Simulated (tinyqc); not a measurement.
Raising U: Hubbard chain of 5 sites, mean field against exact. Computed by the program tinyqc. Collinear unrestricted mean field (the lowest of 40 random starts) against exact diagonalisation.

one-body matrix (hopping and site energies) (eV):
```
         1        2        3        4        5
1   0.0000  -1.8000   0.0000   0.0000   0.0000
2  -1.8000   0.0000  -1.8000   0.0000   0.0000
3   0.0000  -1.8000   0.0000  -1.8000   0.0000
4   0.0000   0.0000  -1.8000   0.0000  -1.8000
5   0.0000   0.0000   0.0000  -1.8000   0.0000
```

electrons, up and down: 3  2

Exact and mean-field results (eV):
```
U            U/t    E exact  E mean field  mean |n_up - n_down|  double occupancy, exact  first gap in the sector
0.9000    0.5000  -8.831992     -8.791297                0.2315                   0.2125                   1.7161
1.8000    1.0000  -7.924146     -7.764885                0.2783                   0.1910                   1.6180
3.6000    2.0000  -6.397473     -5.849292                0.4597                   0.1488                   1.4034
5.4000    3.0000  -5.228403     -4.384274                0.6835                   0.1123                   1.1976
7.2000    4.0000  -4.351451     -3.425987                0.8098                   0.0840                   1.0219
10.8000   6.0000  -3.190079     -2.349171                0.9127                   0.0489                   0.7671
14.4000   8.0000  -2.488651     -1.778699                0.9504                   0.0309                   0.6043
21.6000  12.0000  -1.710878     -1.193722                0.9779                   0.0150                   0.4185
36.0000  20.0000  -1.043833     -0.718648                0.9920                   0.0057                   0.2564
```

What does the comparison show, and why?

In absolute terms mean field is worst at U/t = 4.0, 0.925 eV too high: at small U it is nearly exact, and at large U it misses only exchange-scale energies. Relative to the exact energy its error is 0.5 % at the smallest U, 31 % at most and 31 % at the largest. The double occupancy falls from 0.212 to 0.006; at the largest U the first gap is 0.71 times the exchange scale 4t^2/U.
